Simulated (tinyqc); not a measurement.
Critical temperature from a phonon spectrum: McMillan, Allen-Dynes and the linearised Eliashberg equation: one step, computed by the program tinyqc.

alpha^2 F(omega) = sum_i (lambda_i omega_i/2) delta(omega - omega_i), so that lambda = 2 int alpha^2 F/omega d omega = sum_i lambda_i.

Task: Isotope exponent. T_c ~ M^(-a). All omega_i scale as M^(-1/2) at fixed lambda, but mu* = mu/(1 + mu ln(E_F/omega)) changes: d mu*/d ln omega = mu*^2. In the McMillan form a = (1/2) [1 - 1.04 (1 + lambda)(1 + 0.62 lambda) mu*^2/(lambda - mu* (1 + 0.62 lambda))^2].

Inputs (values chosen for the exercise, for a model metal): Coulomb pseudopotential mu* = 0.12.

Peaks in alpha^2 F: three.

lambda = 2.078

Give: isotope exponent a.

Result:

isotope exponent a = 0.4838

The exponent is close to the BCS value 1/2.
